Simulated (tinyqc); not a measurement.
Surface orientation: inversion layer as a triangular well, valleys of the Si type.

Six ellipsoidal valleys with their long axes along the cube axes, mass ml along the axis and mt across it. For a valley whose axis makes the angle theta with the surface normal, 1/m_z = cos^2(theta)/ml + sin^2(theta)/mt sets the confinement; in the plane the masses are m_1 = mt and m_2 = ml mt/m_z, and m_d = sqrt(m_1 m_2).

The field is taken as constant, e F = 4 pi (e^2/4 pi eps0)(Nd + eta Ns)/eps, with 1e12/cm^2 = 1e-4/angstrom^2, and the oxide as a hard wall at z = 0; c = hbar^2/2m0.

Level j of a valley lies at E_j = a_j (c (e F)^2/m_z)^(1/3) above the band edge at the surface, with the Airy zeros a_j = 2.338107, 4.087949, 5.520560, 6.786708, 7.944134, 9.022651, 10.040174, 11.008524, 11.936016, 12.828777, and has <z> = 2 E_j/(3 e F).

Subband i holds n_i = g m_d/(2 pi c) kB T ln(1 + exp((EF - E_i)/kB T)) (spin included), and EF is fixed by sum n_i = Ns over the levels listed or, where none are listed, over j = 0 to 9 of each group; 1e12/cm^2 = 1e-4/angstrom^2.

Constants: hbar^2/2m0 = 3.80998211 eV angstrom^2; e^2/(4 pi eps0) = 14.39964547 eV angstrom; kB = 8.617333262e-05 eV/K.

Inputs chosen for the exercise (near those of Si; shifted at random, so the results belong to these values and not to a real crystal):
- ml = 0.924 m0 (longitudinal mass)
- mt = 0.19 m0 (transverse mass)
- eps = 11.7 (dielectric constant)
- Nd = 0.38 x 1e12/cm^2 (depletion charge)
- eta = 0.75 (share of Ns in the effective field)
- Ns = 1.2 x 1e12/cm^2 (electron sheet density)
- T = 150 K (temperature)

The same densities on four faces. m_c is the conductivity mass averaged over directions in the plane: 1/m_c = sum n_i (1/m_1 + 1/m_2)/2 / Ns.

Results:

| face | valleys of lowest | lowest E (eV) | EF (eV) | share of lowest (%) | <z> (angstrom) | m_c (m0) |
|---|---|---|---|---|---|---|
| (100) | 2 | 0.0591 | 0.0521 | 78.4 | 23.0 | 0.205 |
| (110) | 4 | 0.0846 | 0.0602 | 82.5 | 29.5 | 0.288 |
| (111) | 6 | 0.0904 | 0.0616 | 99.4 | 30.6 | 0.297 |
| (211) | 2 | 0.0779 | 0.0597 | 56.5 | 29.0 | 0.281 |

What can be read from this table?

The lowest level is deepest on (100), where a valley axis lies closest to the normal, and the lightest conductivity mass is on (100) (0.205 m0, against 0.297 m0 on (111)). EF, counted from the band edge at the surface, is lowest on (100) and spans 10 meV.

Computed by tinyqc, a small Python program: `OMP_NUM_THREADS=1 python tinyqc.py 1251094 1251095 out.jsonl` (the numbers bound the seed that draws the inputs); one thread of a shared host (Intel(R) Xeon(R) Processor @ 2.30GHz), about 0.03 s for the whole set of steps.
